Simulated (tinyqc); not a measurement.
## Resistive crossbar, vector-matrix product with wire resistance: effect of the wire resistance

2 rows and 2 columns. Cell (i, j) joins row node wij to column node bij. Each row is driven at its left end through one wire segment rw; neighbouring nodes along a row or a column are joined by rw; each column ends below the last row in one more rw and a virtual ground, where its current is read. Ideal output: I_j = sum_i V_i G_ij.

The nodal equations (Kirchhoff current law at every node) are solved for each rw; errors are I_j/ideal - 1.

Parameters, values chosen for the exercise: input voltages of the rows V = [0.19, 0.31] V.

cell conductances G (uS):
```
       column 1  column 2
row 1        56        68
row 2        82        15
```

Result of one run:
```
rw (ohm)  error, column 1 (%)  error, column 2 (%)
500                    -11.45               -13.06
```

What becomes of these results when the wire resistance between neighbouring cells rw is changed from 500 to 5 ohm, all else the same?

Result of the changed run:
```
rw (ohm)  error, column 1 (%)  error, column 2 (%)
5                     -0.1296              -0.1517
```

The whole series:
```
rw (ohm)  error, column 1 (%)  error, column 2 (%)
1                    -0.02594             -0.03037
2                    -0.05187             -0.06073
5                     -0.1296              -0.1517
10                    -0.2588              -0.3028
20                    -0.5162              -0.6037
50                     -1.280               -1.495
100                    -2.528               -2.942
200                    -4.927               -5.704
500                    -11.45               -13.06
```

The error of the last column goes from -0.0304 % at rw = 1 ohm to -13.1 % at 500 ohm, as rw^(1.00) at the start and rw^(0.90) at the end. At 500 ohm the worst column is number 2.

Numbers from tinyqc (`OMP_NUM_THREADS=1 python tinyqc.py 2880109 2880110 out.jsonl`; about 0.01 s on one thread of a shared Intel Xeon 2.30GHz).
